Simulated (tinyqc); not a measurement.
Inductance and parasitic capacitance from two readings.

Inverse problem. A loss-free coil L in parallel with C shows the apparent inductance L/(1 - w^2 L C), w = 2 pi f. Find L, C and the self-resonance 1/(2 pi sqrt(L C)).

apparent inductance at 1.5 and 3.2 GHz (nH): 5.9409039  12.025335

Answer. The inverse of the reading is 1/L - w^2 C, a straight line in w^2.

L = 5.20 nH
C = 270 fF
self-resonance = 4.25 GHz

Program tinyqc, `OMP_NUM_THREADS=1 python tinyqc.py 2302062 2302063 out.jsonl`; Intel Xeon 2.30GHz, shared host, one thread, about 0.01 s.
